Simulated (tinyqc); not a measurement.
# Depletion-mode phase shifter in a rib waveguide and its Mach-Zehnder modulator: effects of single changes

A lateral p-n junction at x0 in a waveguide whose mode intensity is a Gaussian of rms width s about x = 0; p side at smaller x. Reverse bias removes carriers and raises the index. Abrupt junction, doping uniform over the whole mode, lumped electrode (no travelling-wave effects).

Values chosen for this exercise; values close to those of silicon near 1550 nm:
```
symbol   value    unit                                     meaning
lam       1550      nm                                  wavelength
eps_r     11.7          relative permittivity of the semiconductor
Na      4.8e17   cm^-3                            acceptor density
Nd      6.2e17   cm^-3                               donor density
Vb        0.98       V                            built-in voltage
s          130      nm     rms width of the lateral mode intensity
x0           0      nm          junction offset towards the n side
G         0.94                     vertical confinement times ng/n
hr         150      nm                                  rib height
Cf          47    pF/m                          fringe capacitance
Rs        13.9  ohm mm                           series resistance
V            1       V                                reverse bias
a0         1.7   dB/cm                                passive loss
```

Constants: q = 1.602176634e-19 C, eps0 = 8.8541878128e-14 F/cm where lengths are in cm. Results are converted to the units shown.

Each table varies one quantity; the others keep the values above.

## Effect of the donor density

Free-carrier changes (empirical, N and P in cm^-3): |dn| = 8.5e-18 P^0.8 for holes, 8.8e-22 N for electrons; absorption 6e-18 P and 8.5e-18 N in 1/cm. W = sqrt(2 eps0 eps_r (Vb + V)(1/Na + 1/Nd)/q); edges xp = x0 - W Nd/(Na + Nd), xn = x0 + W Na/(Na + Nd); F(x) = [1 + erf(x/(sqrt(2) s))]/2. dneff = G {dn_h [F(xp(0)) - F(xp(V))] + dn_e [F(xn(V)) - F(xn(0))]}; VpiL = lam V/(2 dneff); loss = a0 + 4.343 G {a_h F(xp) + a_e [1 - F(xn)]} dB/cm at V; C = eps0 eps_r hr/W + Cf; fRC = 1/(2 pi Rs C).

Effect of the donor density:

| Nd (cm^-3) | dneff | VpiL (V cm) | loss (dB/cm) | VpiL x loss (V dB) | C (pF/m) | fRC (GHz) |
|---|---|---|---|---|---|---|
| 5e16 | 2.5548e-5 | 3.0335 | 6.8580 | 20.804 | 112.35 | 101.92 |
| 9.4e16 | 3.5986e-5 | 2.1536 | 6.9220 | 14.907 | 133.10 | 86.027 |
| 1.7e17 | 4.7399e-5 | 1.6351 | 7.4799 | 12.230 | 155.81 | 73.489 |
| 3.3e17 | 6.0390e-5 | 1.2833 | 9.3785 | 12.036 | 182.80 | 62.637 |
| 6.1e17 | 7.0952e-5 | 1.0923 | 13.505 | 14.751 | 206.16 | 55.539 |
| 1.1e18 | 7.8760e-5 | 0.98400 | 21.450 | 21.107 | 224.52 | 50.997 |
| 2.1e18 | 8.4574e-5 | 0.91636 | 38.374 | 35.165 | 238.95 | 47.918 |
| 4e18 | 8.8086e-5 | 0.87982 | 71.077 | 62.535 | 248.04 | 46.162 |

Read the table: what changes, and by how much?

As Nd goes from 5e16 to 4e18 cm^-3, VpiL falls from 3.03 to 0.880 V cm, the loss rises from 6.86 to 71.1 dB/cm, their product goes from 20.8 through a minimum of 12.0 (at Nd = 3.3e17 cm^-3 among the rows listed) to 62.5 V dB and fRC falls from 102 to 46.2 GHz. Rs is held fixed, though in a real device it falls with doping.

## Scaling both dopings

Same model as above.

Nd = 1.291666667 Na in every row.

Scaling both dopings:

| Na (cm^-3) | dneff | VpiL (V cm) | loss (dB/cm) | VpiL x loss (V dB) | C (pF/m) | fRC (GHz) |
|---|---|---|---|---|---|---|
| 5e16 | 1.963e-5 | 3.949 | 2.166 | 8.555 | 98.55 | 116.2 |
| 9.4e16 | 3.170e-5 | 2.444 | 3.062 | 7.486 | 117.7 | 97.29 |
| 1.7e17 | 4.449e-5 | 1.742 | 4.918 | 8.566 | 142.1 | 80.60 |
| 3.3e17 | 6.077e-5 | 1.275 | 9.300 | 11.86 | 179.4 | 63.81 |
| 6.1e17 | 7.847e-5 | 0.9876 | 17.55 | 17.33 | 227.1 | 50.43 |
| 1.1e18 | 9.886e-5 | 0.7839 | 32.66 | 25.60 | 288.8 | 39.65 |
| 2.1e18 | 1.264e-4 | 0.6129 | 64.53 | 39.55 | 381.1 | 30.04 |
| 4e18 | 1.612e-4 | 0.4807 | 126.6 | 60.84 | 508.1 | 22.53 |

As Na goes from 5e16 to 4e18 cm^-3, VpiL falls from 3.95 to 0.481 V cm, the loss rises from 2.17 to 127 dB/cm, their product goes from 8.55 through a minimum of 7.49 (at Na = 9.4e16 cm^-3 among the rows listed) to 60.8 V dB and fRC falls from 116 to 22.5 GHz. Rs is held fixed, though in a real device it falls with doping.

## Effect of the acceptor density

Same model as above.

Effect of the acceptor density:

| Na (cm^-3) | dneff | VpiL (V cm) | loss (dB/cm) | VpiL x loss (V dB) | C (pF/m) | fRC (GHz) |
|---|---|---|---|---|---|---|
| 5e16 | 2.136e-5 | 3.629 | 11.36 | 41.22 | 113.1 | 101.3 |
| 9.4e16 | 3.625e-5 | 2.138 | 11.20 | 23.94 | 134.7 | 84.98 |
| 1.7e17 | 5.092e-5 | 1.522 | 11.35 | 17.27 | 159.2 | 71.94 |
| 3.3e17 | 6.510e-5 | 1.190 | 12.35 | 14.70 | 189.5 | 60.42 |
| 6.1e17 | 7.423e-5 | 1.044 | 14.93 | 15.59 | 217.3 | 52.70 |
| 1.1e18 | 7.870e-5 | 0.9847 | 20.25 | 19.94 | 240.4 | 47.63 |
| 2.1e18 | 7.937e-5 | 0.9764 | 31.94 | 31.19 | 259.5 | 44.13 |
| 4e18 | 7.703e-5 | 1.006 | 54.85 | 55.18 | 272.0 | 42.10 |

As Na goes from 5e16 to 4e18 cm^-3, VpiL goes from 3.63 through a minimum of 0.976 (at Na = 2.1e18 cm^-3 among the rows listed) to 1.01 V cm, the loss goes from 11.4 through a minimum of 11.2 (at Na = 9.4e16 cm^-3 among the rows listed) to 54.8 dB/cm, their product goes from 41.2 through a minimum of 14.7 (at Na = 3.3e17 cm^-3 among the rows listed) to 55.2 V dB and fRC falls from 101 to 42.1 GHz. Rs is held fixed, though in a real device it falls with doping.

tinyqc, about 0.01 s, one thread, Intel Xeon 2.30GHz (shared host): `OMP_NUM_THREADS=1 python tinyqc.py 2650117 2650118 out.jsonl`
